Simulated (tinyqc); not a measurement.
Inversion-layer mobility, back-scattering and ballistic limit of a field-effect transistor: one step, computed by the program tinyqc. Command: `OMP_NUM_THREADS=1 python tinyqc.py 3031139 3031140 out.jsonl mos walk`. One thread of a shared host (Intel(R) Xeon(R) Processor @ 2.30GHz), about 0.01 s of CPU time with the checks.

The charge at the top of the source barrier is fixed by the gate; series resistance and short-channel effects are left out. F_j are Fermi integrals normalised to exp(eta) in the classical limit.

Question. Effective mobility. mu_phonon = mu_ph (E_eff/1 MV/cm)^(-0.3) (T/300 K)^(-1.75); mu_rough = mu_sr (E_eff/1 MV/cm)^(-2); mu_Coulomb = mu_C (N_inv/1e12 cm^-2) (T/300 K); Matthiessen's rule adds 1/mu.

Inputs (values chosen for the exercise, modelled on a 4H-SiC n-channel):
```
quantity                                     value        unit
phonon mobility at 1 MV/cm and 300 K, mu_ph     88  cm^2/(V s)
roughness mobility at 1 MV/cm, mu_sr            51  cm^2/(V s)
Coulomb mobility at N_inv = 1e12/cm^2, mu_C     30  cm^2/(V s)
temperature T                                   77           K
```

Statistics at the top of the barrier: Fermi-Dirac.

inversion density N_inv = 6.106616e+12 1/cm^2

effective field E_eff = 0.7169603 MV/cm

Give: phonon part; roughness part; Coulomb part; effective mobility mu.

Answer.

phonon part = 1050.6 cm^2/(V s)

roughness part = 99.216 cm^2/(V s)

Coulomb part = 47.021 cm^2/(V s)

effective mobility mu = 30.962 cm^2/(V s)

The Coulomb part is the lowest and holds 66 % of 1/mu.
